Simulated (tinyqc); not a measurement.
Leakage currents through a thin dielectric: one step, computed by the program tinyqc. Command: `OMP_NUM_THREADS=1 python tinyqc.py 3012215 3012216 out.jsonl leak walk`. One thread of a shared host (Intel(R) Xeon(R) Processor @ 2.30GHz), about 0.06 s of CPU time with the checks.

Electrons leave an electrode with Fermi energy E_F above its band bottom; barriers are counted from the Fermi level, and both electrodes are alike. They cross the interlayer first.

Problem. Transmission at the Fermi level. Fields: F_i = V/(t_i + t k_i/k), F = F_i k_i/k; equivalent oxide thickness 3.9 (t/k + t_i/k_i). WKB: a layer of mass m, field F and barrier b(x) = b_0 - e F x gives the exponent (4 sqrt(2 m)/(3 hbar e F)) [b_0^(3/2) - max(b_0 - e F t, 0)^(3/2)] for b_0 > 0; b_0 = barrier - (E - E_F), less e F_i t_i for the second layer; the transmission is D(E) = exp(-sum of exponents), without image force.

Inputs (values chosen for the exercise, modelled on Si3N4):
```
quantity                     value  unit
barrier height phi_B          2.09    eV
tunnelling mass m             0.41   m_0
static permittivity k         7.86     -
thickness t                    1.3    nm
voltage V                      0.8     V
interlayer thickness t_i      0.79    nm
interlayer barrier phi_i      3.15    eV
interlayer mass m_i           0.46   m_0
interlayer permittivity k_i    3.8     -
```

Stack: dielectric on an interlayer.

Constants: m_0 = 9.1093837015e-31 kg; e = 1.602176634e-19 C; hbar = 1.054571817e-34 J s.

Give: exponent of the interlayer; exponent of the dielectric; transmission D(E_F).

Solution.

exponent of the interlayer = 9.391

exponent of the dielectric = 10.32

transmission D(E_F) = 2.739e-09
